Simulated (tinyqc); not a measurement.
From results back to parameters: effective mass of the light-hole band from tabulated energies. Two cases, with inputs chosen for the exercise.

Problem. A band follows E (1 + alpha E) = c k^2/m, c = hbar^2/2m0. Its energies at two wave vectors are given.

Constants: hbar^2/2m0 = 3.80998211 eV angstrom^2.
Find: y = c k^2/E; m; alpha.
Method. y = m + m alpha E is a straight line through the two points.

Case 1.

Values chosen (out of a larger set: band of an eight-band Kane model near InP; not measured data): k12 = (0.0096, 0.0256) 1/angstrom (two wave vectors).

energies (meV): 3.20818  20.72827

Solution.

y = c k^2/E (m0): 0.10945  0.12046
m = 0.1074 m0
alpha = 5.85 1/eV

Case 2.

Values chosen (out of a larger set: band of an eight-band Kane model near Ge; not measured data): k12 = (0.0087, 0.0232) 1/angstrom (two wave vectors).

energies (meV): 6.21890  41.06187

Solution.

y = c k^2/E (m0): 0.04637  0.04994
m = 0.0457 m0
alpha = 2.24 1/eV

Computed by tinyqc, one run a case: `OMP_NUM_THREADS=1 python tinyqc.py N N+1 out.jsonl` with N = 1880917, 1880994; one thread of a shared Intel(R) Xeon(R) Processor @ 2.30GHz, about 0.01 s a run at most.
